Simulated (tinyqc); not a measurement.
Alloy A(1-x)B(x) by interpolation with bowing: sweeps and comparisons. A value that a table varies takes the place of the one given here.

Each gap follows E(x) = (1 - x) E_A + x E_B - C x (1 - x); the lattice constant follows Vegard, a(x) = (1 - x) a_A + x a_B.

Mass at Gamma from the Kane formula 1/m = F + Ep (Eg + 2 Dso/3)/(Eg (Eg + Dso)). F is fixed by the masses of A and B and interpolated linearly, as is Ep; Eg and Dso carry their bowing.

Constants: hc = 1239.841984 eV nm.

Inputs chosen for the exercise (A near InSb, B near InAs; the results hold for these values, not for the real material):
```
symbol  value               unit      meaning
a       (6.473, 6.056)      angstrom  lattice constant of A, B
Eg      (0.236, 0.414)      eV        gap at Gamma to the s-like level of A, B
EgX     (0.639, 1.417)      eV        gap to the lowest valley along Gamma-X of A, B
EgL     (0.922, 1.122)      eV        gap to L of A, B
C       (0.68, 0.65, 0.72)  eV        bowing of the Gamma, X and L gaps
Dso     (0.808, 0.387)      eV        spin-orbit splitting of A, B
Ep      (23.4, 21.3)        eV        Kane energy of A, B
me      (0.0136, 0.0261)    m0        electron mass at Gamma of A, B
Cs      1.05                eV        bowing of Dso
x       0.15                          fraction of B
```

## Gaps across the alloy

Eleven compositions.

Gaps (eV):
```
x    a (angstrom)  Gamma      X      L  lowest  wavelength (nm)
0.0        6.4730  0.236  0.639  0.922   Gamma             5254
0.1        6.4313  0.193  0.658  0.877   Gamma             6437
0.2        6.3896  0.163  0.691  0.847   Gamma             7616
0.3        6.3479  0.147  0.736  0.831   Gamma             8457
0.4        6.3062  0.144  0.794  0.829   Gamma             8610
0.5        6.2645  0.155  0.866  0.842   Gamma             7999
0.6        6.2228  0.180  0.950  0.869   Gamma             6903
0.7        6.1811  0.218  1.047  0.911   Gamma             5693
0.8        6.1394  0.270  1.157  0.967   Gamma             4599
0.9        6.0977  0.335  1.281  1.037   Gamma             3701
1.0        6.0560  0.414  1.417  1.122   Gamma             2995
```

The lowest valley is Gamma at every x. The Gamma gap has a minimum inside the range, 0.143 eV at x = (C - (E_B - E_A))/(2C) = 0.369, since the bowing exceeds the difference of the end gaps.

## Three ways to interpolate a mass

Linear in m, linear in 1/m, and the Kane formula.

Masses (m0):
```
x      Eg (eV)  linear in m  linear in 1/m    Kane  Kane m/Eg (1/eV)
0.000    0.236       0.0136         0.0136  0.0136            0.0576
0.125    0.184       0.0152         0.0145  0.0108            0.0587
0.250    0.153       0.0167         0.0154  0.0091            0.0594
0.375    0.143       0.0183         0.0166  0.0085            0.0596
0.500    0.155       0.0198         0.0179  0.0092            0.0593
0.625    0.188       0.0214         0.0194  0.0111            0.0588
0.750    0.242       0.0230         0.0212  0.0143            0.0590
0.875    0.317       0.0245         0.0234  0.0191            0.0603
1.000    0.414       0.0261         0.0261  0.0261            0.0630
```

At x = 0.5 the three give 0.0198, 0.0179 and 0.0092; judged by the largest distance, the Kane value is closer to the interpolation in 1/m (largest distances 0.0107 m0 from the rule in m, 0.0087 m0 from the rule in 1/m), and it dips below both end values, following the bowed gap, which neither rule can do. The ratio m/Eg varies by a factor of 1.09 while the gap varies by 2.89; a constant ratio is the two-band rule m = Eg/Ep at fixed Ep.

## What each parameter does

Gaps at x and the Kane mass. Each row changes one parameter from the base and keeps the others.

Results:
```
case                       Gamma (eV)  X (eV)  L (eV)  mass (m0)
base                           0.1760  0.6728  0.8602     0.0104
x = 0.19                       0.1652  0.6868  0.8492     0.0098
C = (0.78, 0.75, 0.82) eV      0.1633  0.6601  0.8475     0.0097
Eg = (0.248, 0.414) eV         0.1862  0.6728  0.8602     0.0106
EgX = (0.639, 1.346) eV        0.1760  0.6622  0.8602     0.0104
EgL = (0.876, 1.122) eV        0.1760  0.6728  0.8211     0.0104
Ep = (25.7, 23.4) eV           0.1760  0.6728  0.8602     0.0101
Cs = 1.1 eV                    0.1760  0.6728  0.8602     0.0104
```

The largest shifts from the base row, up to three for each result and ties (the steps differ in size, so this ranks the rows, not the parameters). Gamma (eV): C -0.0127, x -0.0108, Eg +0.0102; unchanged at the printed digits by EgX, EgL, Ep and Cs. X (eV): x +0.0140, C -0.0127, EgX -0.0107; unchanged at the printed digits by Eg, EgL, Ep and Cs. L (eV): EgL -0.0391, C -0.0128, x -0.0110; unchanged at the printed digits by Eg, EgX, Ep and Cs. mass (m0): C -0.0007, x -0.0006, Ep -0.0003; unchanged at the printed digits by EgX, EgL and Cs.

Computed by tinyqc, a small Python program: `OMP_NUM_THREADS=1 python tinyqc.py 1051160 1051161 out.jsonl` (the numbers bound the seed that draws the inputs); one thread of a shared host (Intel(R) Xeon(R) Processor @ 2.30GHz), about 0.01 s for the whole set of steps.
